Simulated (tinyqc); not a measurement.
The same inclusion in several hosts: polytypes by hexagonality, and a cubic inclusion as a quantum well.

Gap: E3 + (Es - E3) h/hs for h up to hs, then linear from Es to E2 at h = 1. Valence top Ev2 h and polarisation P2 h, both counted from 3C; Ec = Ev + gap.

Constants: hbar^2/2m0 = 3.80998211 eV angstrom^2.

Inputs chosen for the exercise (of the order of those of SiC; shifted at random, so the results belong to these values and not to a real crystal):
- E3 = 2.389 eV (gap of the cubic polytype)
- E2 = 3.346 eV (gap of 2H)
- Ev2 = 0.145 eV (valence top of 2H above that of 3C)
- P2 = -0.039 C/m^2 (spontaneous polarisation of 2H)
- Es = 3.293 eV (gap at the hexagonality hs)
- hs = 0.5 (hexagonality up to which the first line holds)
- m = (0.318, 0.34) m0 (electron mass along c in the cubic layer and in the host)
- d = 2.513 angstrom (thickness of a double layer)
- eps = 10 (dielectric constant)
- N = 4 (double layers in the cubic inclusion)

h from the stacking: 8H 1/4, 6H 1/3, 15R 2/5, 4H 1/2, 9R 2/3, 2H 1. V = Ec(host) - Ec(3C); square-well level from k tan(k L/2) = (m_w/m_b) q, k = sqrt(m_w E/c), q = sqrt(m_b (V - E)/c), L = N d; |F| = |P|/(eps eps0), eps0 = 8.8541878e-12 F/m.

Results:

| host | h | gap (eV) | V (eV) | depth (eV) | \|F\| (MV/cm) |
|---|---|---|---|---|---|
| 8H | 0.250 | 2.841 | 0.488 | 0.229 | 1.10 |
| 6H | 0.333 | 2.992 | 0.651 | 0.347 | 1.47 |
| 15R | 0.400 | 3.112 | 0.781 | 0.446 | 1.76 |
| 4H | 0.500 | 3.293 | 0.977 | 0.603 | 2.20 |
| 9R | 0.667 | 3.311 | 1.018 | 0.637 | 2.94 |
| 2H | 1.000 | 3.346 | 1.102 | 0.707 | 4.40 |

What can be read from this table?

From 8H to 4H the well deepens by a factor of 2.00 and the bound level by 2.63, between the limits of a wide well (as V) and a thin one (as V^2); in 4H the level keeps 62 % of V; from 4H to 2H the gap gains only 53 meV while the field doubles. The depths leave the field out, although its drop |F| L reaches 443 meV in 2H.

Program tinyqc; command `OMP_NUM_THREADS=1 python tinyqc.py 1850846 1850847 out.jsonl`; about 0.02 s on one thread of a shared Intel(R) Xeon(R) Processor @ 2.30GHz.
